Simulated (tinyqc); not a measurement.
Worked calculation: electromigration in a confined line: Blech product, Korhonen stress evolution and Black's law. Computed by tinyqc, a small Python program that keeps every step. Command: `OMP_NUM_THREADS=1 python tinyqc.py 3022304 3022305 out.jsonl emigr walk`. One thread of a shared host (Intel(R) Xeon(R) Processor @ 2.30GHz), about 0.01 s of CPU time with the checks. Intermediate numbers are printed to about 6 digits and carried at full precision; extremes and crossings named in words are read from the listed rows.

The electron wind pushes atoms from the cathode (x = 0) to the anode (x = L); blocking ends build a back stress (tension positive). The input rho is taken not to change with temperature. d sigma/dt = d/dx [kappa (d sigma/dx + G)], with zero flux at both ends and sigma = 0 at t = 0.

Inputs (values chosen for the exercise, close to those used for copper lines):
```
quantity                              value          unit
resistivity rho                        2.59  micro-ohm cm
atomic volume Omega                    11.8    angstrom^3
effective charge number Z*                1             -
prefactor D0                        6.5e-08         m^2/s
activation energy E                    0.92            eV
effective modulus B                      25           GPa
critical stress sigma_c                 140           MPa
current density j                       4.2       MA/cm^2
line length L                           230            um
test temperature T                      300             C
time as a fraction of L^2/kappa, s     0.22             -
use temperature T_u                      85             C
use current density j_u                0.23       MA/cm^2
current exponent n                        2             -
```

Start: stress-free.

Constants: e = 1.602176634e-19 C; k_B = 8.617333262e-05 eV/K; k_B = 1.380649e-23 J/K.

## Driving force and diffusivities

G = Z* e rho j/Omega; D = D0 exp(-E/(k_B T)); kappa = D B Omega/(k_B T); drift velocity of an unconfined line v = D Z* e rho j/(k_B T). SI: 1 micro-ohm cm = 1e-8 ohm m, 1 MA/cm^2 = 1e10 A/m^2. Temperatures in kelvin are T(C) + 273.15.

stress gradient G = 14.7699 MPa/um

diffusivity D = 5.28738e-16 m^2/s

kappa = 1.97111e-14 m^2/s

drift velocity = 41.9229 nm/h

## Steady state and Blech product

At steady state sigma(x) = G (L/2 - x). A void forms only if the cathode stress reaches sigma_c, that is if j L exceeds (j L)_c = 2 Omega (sigma_c)/(Z* e rho). Time scale tau = L^2/kappa.

steady cathode stress = 1698.54 MPa

j L = 96600 A/cm

critical product (j L)_c = 7962.14 A/cm

tau = 745.491 h

j L is 12.1 times the critical product: the line can fail. Caution: a steady stress above sigma_c is formal, since a void forms first.

## Series terms at the cathode

sigma(x, t) = G L [1/2 - x/L - 4 sum_(m odd) cos(m pi x/L) exp(-m^2 pi^2 s)/(m pi)^2], s = t/tau, summed to m = 399. The terms at x = 0 are 4 exp(-m^2 pi^2 s)/(m pi)^2; tau = L^2/kappa.

terms for m = 1, 3, 5, 7: 0.0462137  1.46762e-10  4.31608e-26  5.14152e-49

cathode stress at time s = 1541.55 MPa

time t = 164.008 h

Caution: the stress exceeds sigma_c: a void would already have formed and relaxed it, so the value is formal.

## Stress along the line

Steady state: G L (1/2 - x/L). Take x/L = 0, 0.1, 0.2, 0.3, 0.4, 0.6, 0.8 and 1.

Stress (MPa):
```
x/L  at time s  steady state
0.0    1541.55       1698.54
0.1    1209.52       1358.83
0.2     892.11       1019.12
0.3     587.14        679.42
0.4     291.19        339.71
0.6    -291.19       -339.71
0.8    -892.11      -1019.12
1.0   -1541.55      -1698.54
```

Caution: stresses above sigma_c are formal, since a void forms first.

## Finite line against the semi-infinite law

Semi-infinite line: sigma(0, t) = 2 G L sqrt(s/pi). One-term form: keep m = 1 alone.

Cathode stress (MPa):
```
s            t (h)  full series  semi-infinite  one term
0.002  1.49098e+00       171.43         171.43    348.67
0.005  3.72745e+00       271.05         271.05    388.05
0.01   7.45491e+00       383.32         383.32    451.15
0.02   1.49098e+01       542.09         542.09    568.38
0.05   3.72745e+01       856.21         857.13    858.01
0.1    7.45491e+01      1185.38        1212.16   1185.40
0.2    1.49098e+02      1507.29        1714.25   1507.29
0.4    2.98196e+02      1671.97        2424.32   1671.97
0.8    5.96392e+02      1698.03        3428.51   1698.03
```

Among these rows the semi-infinite law holds to 1 % up to s = 0.05 and the one-term form from s = 0.05 on: the far end is felt once sqrt(kappa t) is no longer small against L, and by then the terms with m > 1 have nearly died out. The critical stress 140 MPa is already passed in the first row. Caution: rows beyond sigma_c are formal, since a void ends the model there.

## Time to nucleate a void

Solve sigma(0, t) = sigma_c for s; the semi-infinite estimate is t = (pi/kappa) ((sigma_c)/(2 G))^2.

nucleation time = 0.994438 h

semi-infinite estimate = 0.994438 h

The two agree: the void nucleates before the far end is felt, so the time scales as 1/j^2 and not with L.

## Extrapolation by Black's law

Median life t50 = A j^(-n) exp(E/(k_B T)); acceleration factor = t50(use)/t50(test) = (j/j_u)^n exp[(E/k_B)(1/T_u - 1/T)].

current factor = 333.459

temperature factor = 71827.1

acceleration factor = 2.39514e+07

At the use current j_u L lies below the critical product, where Black's law does not apply: the line would not fail by this mechanism. Caution: an acceleration factor above a million assumes one mechanism over a range that no test covers. Caution: j_u L lies below the critical product, so the acceleration factor is formal: at use the line would not void.

Checks made by the program: series against a 200-cell finite-volume solution (on the scale of G L) (relative difference 2e-06).
